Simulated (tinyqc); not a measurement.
Inside a calculation. Method: coherent transport through a tight-binding region between two chains. One step of it, computed by the program tinyqc.

Task: Transmission at E = 0.02 eV. Surface Green function g = (E - i sqrt(4 t^2 - E^2)) / (2 t^2); self-energy tc^2 g on each contact site; G = (E - H - Sigma)^(-1); Gamma = -2 Im Sigma; T = Gamma_L Gamma_R |G_LR|^2; local density of states -Im G_ii / pi.

H of the central region (eV):
```
           1          2          3
1   0.000000  -1.620000   0.000000
2  -1.620000   0.000000  -0.400000
3   0.000000  -0.400000   0.000000
```

Leads: semi-infinite chains with site energy 0:

| parameter | value |
|---|---|
| lead hopping t (eV) | 1.190000 |
| coupling to the left lead (eV) | 1.230000 |
| coupling to the right lead (eV) | 1.430000 |
| left contact site | 1 |
| right contact site | 3 |

E = 0.020000 eV

Give: g; G; local density of states; transmission.

Result:

g = 0.0071-0.8403i 1/eV

G (1/eV):
```
                 1               2                3
1  -0.0069-0.0340i  0.5906+0.0056i  -0.0017+0.1375i
2   0.5906+0.0056i  0.0010-0.4635i   0.1079+0.0006i
3  -0.0017+0.1375i  0.1079+0.0006i   0.0017-0.5568i
```

local density of states (1/eV): 0.0108  0.1475  0.1772

transmission = 0.1652
